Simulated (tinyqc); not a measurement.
Resistance of a source-drain extension with a graded tip: one step of the calculation.

y runs along the channel, the gate covers y > 0. The doping is N0 for y < y0 and N0 10^(-(y - y0)/la) beyond, uniform over the depth xj. Sheet conductance s(y) = q mu(N) max(N - Nch, 0) xj + (for y > 0) ma Cox Vo, with mu(N) = u0 + (u1 - u0)/(1 + (N/Nr)^au) and Cox = eps0 eox/tox. Current is taken as one-dimensional; depletion of the tip, spreading and the contact are left out. The metallurgical junction lies at yj, where N = Nch.

Question. Resistance of the overlapped part. Midpoint rule on 10 equal steps from 0 to yj: R_ov = sum h/s(y), per width.

Values chosen for this exercise; mobility law close to that of holes in silicon: relative permittivity of the gate insulator (close to silicon dioxide) eox = 3.9; insulator thickness tox = 2.3 nm; active doping of the extension far from the gate N0 = 1.1e20 cm^-3; lateral abruptness la = 2.5 nm/decade; position under the gate where the fall begins (gate edge at 0) y0 = 0.9 nm; depth of the extension xj = 16 nm; channel doping Nch = 2e18 cm^-3; gate overdrive Vo = 0.38 V; mobility of the gate-induced layer ma = 52 cm^2/(V s); mobility at low doping u1 = 470.5 cm^2/(V s); mobility at high doping u0 = 44.9 cm^2/(V s); reference doping Nr = 2.23e17 cm^-3; exponent au = 0.719.

Constants: q = 1.602176634e-19 C, eps0 = 8.8541878128e-14 F/cm where lengths are in cm. Results are converted to the units shown.

Wanted: y; N; doped conductance; sheet resistance; R_ov.

Answer.

```
point  y (nm)  N (cm^-3)  doped conductance (uS)  sheet resistance (ohm/square)
0      0.2625   1.100e20                    1378                          710.4
1      0.7876   1.100e20                    1378                          710.4
2       1.313   7.521e19                   962.4                           1008
3       1.838   4.637e19                   612.8                           1556
4       2.363   2.859e19                   391.9                           2372
5       2.888   1.763e19                   250.5                           3570
6       3.413   1.087e19                   157.8                           5333
7       3.938   6.701e18                   94.97                           8023
8       4.463   4.131e18                   49.92                        1.256e4
9       4.988   2.547e18                   15.13                        2.233e4
```

R_ov = 30.55 ohm um

Computed by the program tinyqc: `OMP_NUM_THREADS=1 python tinyqc.py 2282004 2282005 out.jsonl`, one thread of a shared Intel Xeon 2.30GHz, about 0.06 s for the whole run.
